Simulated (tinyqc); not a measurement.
What moves the results: free and nearly free electrons in a metal. A value that a table varies takes the place of the one given here.

The cubic cell holds 4 atoms: n = 4 z/a^3, kF = (3 pi^2 n)^(1/3), EF = c kF^2/m, vF = 2 c kF/(m hbar), c = hbar^2/2m0; rs = (3/(4 pi n))^(1/3)/a0; D(EF) = 3 n/(2 EF).

Two plane waves k and k - G, G = (111) (2 pi/a): H = [[c k^2/m, V], [V, c (k - G)^2/m]] with c = hbar^2/2m0.

Square wire of width w with grain size w: rho/rho0 = 1/(1 - 3 al/2 + 3 al^2 - 3 al^3 ln(1 + 1/al)) + (3/4) (1 - p) l/w, with al = (l/w) Rg/(1 - Rg) (Mayadas-Shatzkes plus the thick-wire form of Fuchs-Sondheimer); l = hbar kF/(n e^2 rho), e = 1.602176634e-19 C.

Constants: hbar^2/2m0 = 3.80998211 eV angstrom^2; hbar = 6.58211957e-16 eV s; a0 (Bohr radius) = 0.5291772105 angstrom.

Inputs chosen for the exercise (near those of Cu, whose d bands this model ignores; the results hold for these values, not for the real material):
```
symbol  value  unit          meaning
a       3.613  angstrom      fcc lattice constant
z       1                    free electrons an atom
m       1      m0            mass
rho     1.76   micro-ohm cm  bulk resistivity
p       0                    specularity of the surfaces
Rg      0.17                 reflection at grain boundaries
w       30     nm            wire width
```

## When the Fermi surface touches the face

On the face the lower band is E = c (G^2/4 + q^2)/m - V, q along the face. EF is held at its free value. A neck opens where EF > c G^2/(4m) - V, with radius q; the second band fills where EF > c G^2/(4m) + V.

Necks:
```
V (eV)  lower band at the face centre (eV)  neck radius (1/angstrom)  radius/kF
0.2                                  8.442                         -          -
0.5                                  8.142                         -          -
0.8                                  7.842                         -          -
1.1                                  7.542                         -          -
1.4                                  7.242                         -          -
1.8                                  6.842                    0.2274      0.167
2.2                                  6.442                    0.3959      0.291
2.6                                  6.042                    0.5116      0.376
```

EF = 7.039 eV
c G^2/(4m) = 8.642 eV

Contact needs V > 1.603 eV. It is first met at V = 1.8 eV of those listed, and the radius then grows as the square root of the excess, to 0.376 kF at 2.6 eV. EF is held at its free value here; a count of states lowers it as V grows, strongly for V of an eV or more, so the threshold is a lower bound, the radii are upper bounds, and some necks may vanish.

## Resistivity of narrow wires

Wires:
```
w (nm)     al  grain term (factor - 1)  surface term  rho (micro-ohm cm)
200     0.038                    0.057         0.140                2.11
100     0.077                    0.112         0.281                2.45
50      0.153                    0.221         0.561                3.14
30      0.255                    0.364         0.935                4.05
20      0.383                    0.541         1.403                5.18
14      0.547                    0.765         2.004                6.63
10      0.766                    1.062         2.806                8.57
7       1.095                    1.505         4.008               11.46
```

l = 37.41 nm

At 7 nm the resistivity is 6.51 times the bulk value; surfaces add more (1.51 from grains, 4.01 from surfaces). It passes twice the bulk value between 50 and 30 nm. The surface formula is meant for w above l = 37 nm, so the rows below that are rough.

## What sets the wire resistivity

All results formed anew. Each row changes one parameter from the base and keeps the others.

Results:
```
case                      EF (eV)  l (nm)  wire rho (micro-ohm cm)
base                        7.039   37.41                    4.047
a = 3.721 angstrom          6.636   39.68                    4.185
m = 1.2 m0                  5.866   37.41                    4.047
rho = 2.112 micro-ohm cm    7.039   31.17                    4.402
p = 0.3                     7.039   37.41                    3.553
Rg = 0.119                  7.039   37.41                    3.833
w = 21 nm                   7.039   37.41                    5.019
```

The largest shifts from the base row, up to three for each result and ties (the steps differ in size, so this ranks the rows, not the parameters). EF (eV): m -1.173, a -0.403; unchanged at the printed digits by rho, p, Rg and w. l (nm): rho -6.23, a +2.27; unchanged at the printed digits by m, p, Rg and w. wire rho (micro-ohm cm): w +0.972, p -0.494, rho +0.355; unchanged at the printed digits by m. The mass drops out of l at given rho, because vF falls and tau rises by the same factor.

(tinyqc, `OMP_NUM_THREADS=1 python tinyqc.py 1680156 1680157 out.jsonl`, Intel(R) Xeon(R) Processor @ 2.30GHz, 1 thread, shared host, about 0.01 s.)
